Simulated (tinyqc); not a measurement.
Shortcuts against the integral: sheet resistance and Hall data of a diffused or implanted layer. Computed by tinyqc, a small Python program. Command: `OMP_NUM_THREADS=1 python tinyqc.py 3016206 3016207 out.jsonl layer walk`. One thread of a shared host (Intel(R) Xeon(R) Processor @ 2.30GHz), about 0.01 s of CPU time with the checks.

Carriers are taken equal to the net active doping down to the junction (full ionisation, which deep dopants in wide-gap hosts do not reach; no spill-over, no depletion), and the Hall factor is 1.

Inputs (values chosen for the exercise, modelled on nitrogen in 4H-SiC):

| quantity | value | unit |
|---|---|---|
| mu_min | 40.2 | cm^2/(V s) |
| mu_max | 927 | cm^2/(V s) |
| N_ref | 2e+17 | 1/cm^3 |
| exponent alpha | 0.62 | - |
| peak concentration N_0 | 1.2e+18 | 1/cm^3 |
| length scale l | 170 | nm |
| background doping N_B (opposite type) | 2.4e+14 | 1/cm^3 |

Profile: box. Activation: complete.

Constants: e = 1.602176634e-19 C.

Method:
- N(x) = N_0 down to x_j = l, dose N_0 l.
- Mobility mu = mu_min + (mu_max - mu_min)/(1 + (N_t/N_ref)^alpha), N_t = active doping + N_B; carriers n = active doping - N_B, all dopants active.
- Integrals from x_0 (0 unless stated) to x_j by the midpoint rule on 400 even intervals: 1/R_s = e int n mu dx; sheet density n_s = int n dx; Hall sheet density (int n mu dx)^2/int n mu^2 dx; Hall mobility int n mu^2 dx/int n mu dx.
- Mean conductivity 1/(R_s x_j); mean mobility 1/(e n_s R_s).
- Shortcuts: R_s = 1/(e Q mu) with the dose Q and the mobility at the (active) peak concentration; 1/(e n_s mu) with mu at N_t = n_s/x_j + N_B; 1/(e Q mu_max).

sheet resistance R_s = 1177.70 ohm

dose = 2.04e+13 1/cm^2

sheet density n_s = 2.03959e+13 1/cm^2

junction depth x_j = 170 nm

Sheet resistances:

| method | R_s (ohm) | deviation (%) |
|---|---|---|
| integral | 1177.7 | 0.000 |
| dose, mobility at the peak | 1177.5 | -0.020 |
| n_s, mobility at the mean concentration | 1177.6 | -0.008 |
| dose, mu_max | 330.0 | -71.975 |

What does the comparison show, and why?

The closest shortcut is «n_s, mobility at the mean concentration» (0.0 %). 

Extremes, crossings and ranges named in words are read from the listed rows.
